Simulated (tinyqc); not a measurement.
Scattering rates of a carrier in a spherical band by Fermi's golden rule: one step, computed by the program tinyqc. Command: `OMP_NUM_THREADS=1 python tinyqc.py 3015157 3015158 out.jsonl scatter walk`. One thread of a shared host (Intel(R) Xeon(R) Processor @ 2.30GHz), about 0.01 s of CPU time with the checks.

All processes here are isotropic or elastic, and the rate listed is the momentum relaxation rate.

Task: All rates at E. Kane band: hbar^2 k^2/(2 m) = E (1 + alpha E), speed v = hbar k/(m (1 + 2 alpha E)), states per spin, volume and energy g(E) = m k (1 + 2 alpha E)/(2 pi^2 hbar^2); overlap factors are set to 1. Masses are multiplied by m_0 and all formulas are in SI units. Phonon occupation N_q = 1/(exp(hbar w/(k_B T)) - 1). Acoustic deformation potential (elastic, equipartition, absorption and emission together): 1/tau = 2 pi k_B T D_A^2 g(E)/(hbar rho v_l^2). Optical or intervalley deformation potential: 1/tau = (pi Z_f D_o^2/(rho w)) [N_q g(E + hbar w) + (N_q + 1) g(E - hbar w)], with g = 0 below the band edge. Singly charged impurities, momentum relaxation: 1/tau = N_I e^4 m (1 + 2 alpha E) Phi/(8 pi (eps_s eps_0)^2 hbar^3 k^3), with alpha = 0 for a parabolic band. Brooks-Herring: Phi = ln(1 + b) - b/(1 + b), b = 4 k^2 L_s^2. Debye screening by free carriers of density N_I: L_s = sqrt(eps_s eps_0 k_B T/(e^2 N_I)). Rates add: 1/tau_m is the sum, and the mean free path is v tau_m.

Inputs (values chosen for the exercise, modelled on electrons in diamond):
```
quantity                                            value       unit
density-of-states mass of one valley m              0.484        m_0
non-parabolicity alpha                                0.2       1/eV
static permittivity eps_s                             5.7          -
density rho                                          3515     kg/m^3
sound velocity v_l                                  17800        m/s
acoustic deformation potential D_A                    9.1         eV
phonon energy hbar w                                  139        meV
optical or intervalley deformation potential D_o      8.7  1e8 eV/cm
final valleys Z_f                                       5          -
ionised impurity density N_I                      6.1e+17     1/cm^3
temperature T                                         400          K
carrier energy E                                      230        meV
```

Crystal: non-polar. Band: Kane. Impurity formula: Brooks-Herring. Further scattering: none.

Constants: k_B = 1.380649e-23 J/K; e = 1.602176634e-19 C; hbar = 1.054571817e-34 J s; m_0 = 9.1093837015e-31 kg; hbar = 6.582119569e-16 eV s; k_B = 8.617333262e-05 eV/K; eps_0 = 8.8541878128e-12 F/m.

Give: Momentum relaxation rates; momentum relaxation time tau_m; mean free path.

Result:

Momentum relaxation rates:
```
process             rate (1/s)  share (%)
acoustic             2.408e+12      16.76
optical absorption   3.837e+11      2.672
optical emission     9.453e+12      65.81
ionised impurity     2.119e+12      14.75
```

momentum relaxation time tau_m = 69.62 fs

mean free path = 26.66 nm

The largest rate is optical emission (66 %), then acoustic (17 %).
